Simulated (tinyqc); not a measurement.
Where the concentration falls to given levels: concentration-dependent dopant diffusion with charged defects and the built-in field. Computed by tinyqc, a small Python program. Command: `OMP_NUM_THREADS=1 python tinyqc.py 3025101 3025102 out.jsonl extrinsic walk`. One thread of a shared host (Intel(R) Xeon(R) Processor @ 2.30GHz), about 0.06 s of CPU time with the checks.

A constant source C_s feeds a half space. The dopant moves through neutral point defects and through charged ones, whose number grows with the majority carrier density n.

Inputs (values chosen for the exercise, modelled on antimony in silicon):

| quantity | value | unit |
|---|---|---|
| neutral prefactor D0x | 0.23 | cm^2/s |
| neutral activation energy E0 | 3.67 | eV |
| singly charged prefactor D01 | 14.2 | cm^2/s |
| activation energy E1 | 4.08 | eV |
| surface concentration C_s | 6.2e+18 | 1/cm^3 |
| temperature T | 950 | C |
| time t | 4200 | s |

Field enhancement: on.

Constants: k_B = 8.617333262e-05 eV/K.

Method:
- n_i = 3.87e16 T^1.5 exp(-7014/T) per cm^3 (T in kelvin, an empirical form); each D = prefactor x exp(-E/(k_B T)); the intrinsic diffusivity D_i is their sum.
- Temperatures in kelvin are T(C) + 273.15.
- n = C/2 + sqrt(C^2/4 + n_i^2); D(C) = h [Dx + D1 (n/n_i)], h = 1 + C/sqrt(C^2 + 4 n_i^2).
- With y = x/sqrt(D_s t), u = C/C_s and q = -(D/D_s) du/dy: du/dy = -q D_s/D, dq/dy = -(y/2) q D_s/D, u(0) = 1. The surface flux q(0) is shot so that u tends to 0 (LSODA, an adaptive multistep solver, relative tolerance 1e-10). Dose Q = 2 q(0) C_s sqrt(D_s t).
- For comparison, erfc profiles with a constant D: x = 2 sqrt(D t) erfc^-1(C/C_s), with D = D_i and D = D_s.

partial diffusivities (cm^2/s): Dx 1.73831e-16, D1 2.19459e-16

n_i = 5.35209e+18 1/cm^3

surface diffusivity D_s = 8.32508e-16 cm^2/s

intrinsic diffusivity D_i = 3.93290e-16 cm^2/s

Depth (nm):

| C/C_s | D/D_s | full | erfc with D_i | erfc with D_s |
|---|---|---|---|---|
| 8.00e-01 | 0.88278 | 7.100 | 4.605 | 6.70 |
| 5.00e-01 | 0.71526 | 17.258 | 12.259 | 17.84 |
| 2.00e-01 | 0.56280 | 29.377 | 23.293 | 33.89 |
| 1.00e-01 | 0.51635 | 35.836 | 29.897 | 43.50 |
| 3.00e-02 | 0.48532 | 44.784 | 39.443 | 57.39 |
| 1.00e-02 | 0.47669 | 51.631 | 46.818 | 68.12 |
| 1.00e-03 | 0.47284 | 63.812 | 59.808 | 87.02 |
| 1.00e-04 | 0.47246 | 74.195 | 70.715 | 102.88 |

The depth between C/C_s = 0.1 and 1e-4 spans 38.4 nm in the full profile, against 40.8 nm for D_i and 59.4 nm for D_s; the ratio of the depths at 1e-4 and at 0.5 is 4.30, against 5.77 for any erfc. The profile is moderately steepened.
